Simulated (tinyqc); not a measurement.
# Changing the crack length L

Model: wafer bonding and layer transfer: bond energy, gap closing, particles, bonding of dissimilar wafers and hydrogen blisters. Computed by tinyqc, a small Python program. Command: `OMP_NUM_THREADS=1 python tinyqc.py 3025780 3025781 out.jsonl bond sweep`. One thread of a shared host (Intel(R) Xeon(R) Processor @ 2.30GHz), about 0.01 s of CPU time with the checks.

gamma is the energy per area of each of the two surfaces; plates are isotropic, and both wafers have E1 and t1.

Inputs (values chosen for the exercise, for model wafers):

| quantity | value | unit |
|---|---|---|
| Young's modulus E1 | 141 | GPa |
| Poisson ratio nu | 0.27 | - |
| thickness t1 | 725 | micrometre |
| blade thickness t_b | 150 | micrometre |
| particle radius h | 0.13 | micrometre |
| radius of a shallow gap R | 0.12 | mm |
| half height of the gap h_g | 32 | nm |

Pair: two equal wafers.

Method:
- Two cantilevers opened by t_b: gamma = 3 t_b^2 E1 t1^3 E2 t2^3/(16 L^4 (E1 t1^3 + E2 t2^3)).
- E' = E1/(1 - nu^2), equal wafers of thickness t1 assumed. A gap of radius R closes if h_g < h_c: h_c = R^2/sqrt((2/3) E' t1^3/gamma) for R > 2 t1 (plate bending), h_c = 3.6 sqrt(R gamma/E') for R < 2 t1 (local deformation).
- E' = E1/(1 - nu^2), equal wafers assumed. Void radius in the plate regime: R_v = [(2/3) E' t1^3/gamma]^(1/4) h^(1/2). Below h_crit = 5 sqrt(t1 gamma/E') the wafers deform locally and R_v is of the order of h (taken as h).

One run for each value:

| crack length L (mm) | bond energy gamma (J/m^2) | void radius (micrometre) | closable height h_c (nm) |
|---|---|---|---|
| 15 | 2.2388 | 1.3000e-01 | 151.31 |
| 17 | 1.3570 | 1.3000e-01 | 117.80 |
| 20 | 0.7084 | 1.3000e-01 | 85.11 |
| 23 | 0.4050 | 1.3000e-01 | 64.36 |
| 32 | 0.1081 | 1.5678e+03 | 33.25 |

Give the missing row, crack length L (mm) = 27.

Computed row:
```
crack length L (mm)  bond energy gamma (J/m^2)  void radius (micrometre)  closable height h_c (nm)
27                                      0.2133                1.3000e-01                     46.70
```

Interpolating between the two neighbouring rows (linearly) misses most in void radius (micrometre), by a factor of 5400. Over the rows, bond energy gamma (J/m^2) falls from 2.24 to 0.108 (exponent d ln y / d ln x about -4.0 throughout); void radius (micrometre) rises from 0.130 to 1570, flat over part of the range; closable height h_c (nm) falls from 151 to 33.2 (exponent d ln y / d ln x about -2.0 throughout). The exponent of bond energy gamma stays at -4: beam compliance goes as L^3.  Left out: 11.0, 13.0 (bond energy out of the physical range).
